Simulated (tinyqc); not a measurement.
## Dose and depth of a threshold implant

Question. A sheet of D acceptors per cm^2 lies at depth xi inside the depleted layer of a body doped Na. In the depletion approximation VT = Vfb + f2 + q D/Cox + gamma sqrt(f2 + Vsb - q D xi/(eps0 eps_r)), gamma = sqrt(2 eps0 eps_r q Na)/Cox, Cox = eps0 eox/tox. Find gamma, D and xi.

Values chosen for this exercise; band and dielectric values close to those of 4H silicon carbide:
- eps_r = 9.61 (relative permittivity)
- Na = 7.4e17 cm^-3 (acceptor density deep in the body)
- eox = 3.9 (relative permittivity of the gate insulator (close to silicon dioxide))
- tox = 4.8 nm (insulator thickness)
- Vfb = -0.36 V (flat-band voltage)
- f2 = 3.096 V (band bending 2 phiF at threshold)

Constants: q = 1.602176634e-19 C, eps0 = 8.8541878128e-14 F/cm where lengths are in cm. Results are converted to the units shown.

VT against the source at Vsb = 0 and 1.9 V (V): [4.0271765, 4.3408394]

Answer. With y^2 = f2 - q D xi/(eps0 eps_r) and d the difference of the thresholds over gamma, sqrt(y^2 + Vsb) - y = d gives y = (Vsb - d^2)/(2 d). The first threshold then gives D, and y^2 gives xi.

gamma = 0.6244 V^0.5
D = 1.200e12 cm^-2
xi = 18.00 nm

Numbers from tinyqc (`OMP_NUM_THREADS=1 python tinyqc.py 2080125 2080126 out.jsonl`; about 0.6 s on one thread of a shared Intel Xeon 2.30GHz).
